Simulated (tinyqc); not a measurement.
Worked calculation: coherent potential approximation for a binary alloy with a semi-elliptic band. Values are carried at full precision from step to step, so a last printed digit may differ when a step is redone from the rounded ones.

Site levels eA = -x d (share 1 - x) and eB = (1 - x) d (share x), so that their mean, the virtual crystal, is 0. Pure band: G0(z) = 2 (z - sqrt(z - W) sqrt(z + W))/W^2 with principal roots, density -Im G/pi per site. The medium has a self-energy S(z), G = G0(z - S), z = E + i eta. t_i = (e_i - S)/(1 - (e_i - S) G); the CPA demands <t> = (1 - x) tA + x tB = 0. Iteration: start at S = 0, set S(new) = S + <t>/(1 + <t> G), stop when |<t>| < 1e-9 eV.

Constants: hbar = 6.58211957e-16 eV s.

Values chosen for the exercise:
- W = 2.3 eV (half width of the pure band)
- x = 0.07 (fraction of B)
- d = 1.24 eV (eB - eA)
- eta = 0.046 eV (broadening)
- E = 1.98 eV (energy)

## First step: the average t-matrix

With S = 0 form G, tA, tB, <t> and the new S.

eA, eB (eV): [-0.0868, 1.1532]

G = 0.71925-0.42638i 1/eV

tA, tB (eV): [-0.0816-0.0028i, 0.7262-2.0934i]

<t> = -0.0251-0.1492i eV
S after one step = -0.0101-0.1635i eV

## The self-consistent medium

Iterate.

Iterations:
```
i              S (eV)          G (1/eV)  |<t>| (eV)
0             0.00000  0.71925-0.42638i       0.151
1   -0.01008-0.16350i  0.62326-0.38231i      0.0417
2    0.02864-0.17683i  0.60965-0.40090i     0.00937
3    0.03128-0.16789i  0.61385-0.40388i     0.00197
4    0.02937-0.16739i  0.61446-0.40297i    0.000420
5    0.02927-0.16780i  0.61426-0.40284i    8.96e-05
6    0.02936-0.16782i  0.61424-0.40288i    1.91e-05
7    0.02936-0.16780i  0.61425-0.40289i    4.08e-06
8    0.02936-0.16780i  0.61425-0.40289i    8.70e-07
9    0.02936-0.16780i  0.61425-0.40289i    1.86e-07
10   0.02936-0.16780i  0.61425-0.40289i    3.96e-08
11   0.02936-0.16780i  0.61425-0.40289i    8.44e-09
12   0.02936-0.16780i  0.61425-0.40289i    1.80e-09
13   0.02936-0.16780i  0.61425-0.40289i    3.84e-10
```

S = 0.02936-0.16780i eV
G = 0.61425-0.40289i 1/eV

Converged at i = 13. The first step gave -0.0101-0.1635i eV.

## Densities on A and B, and the lifetime

G_i = G/(1 - (e_i - S) G); densities -Im G_i/pi; their weighted sum must be -Im G/pi. Lifetime hbar/(2 |Im S|), which has a meaning only while |Im S| is small against W. Weak-scattering value of S: x (1 - x) d^2 G.

densities (1/eV): on A 0.0965, on B 0.5496, weighted sum 0.1282, medium 0.1282

lifetime = 1.96 fs
weak-scattering S = 0.0615-0.0403i eV

A B site carries the larger density here, by a factor 5.69; the weak-scattering value is 77 % from S.

## Checks

- Weighted sum of the partial densities against the density of the medium: both 0.12824.

tinyqc: `OMP_NUM_THREADS=1 python tinyqc.py 1452121 1452122 out.jsonl`; about 0.02 s, one thread, shared Intel(R) Xeon(R) Processor @ 2.30GHz.
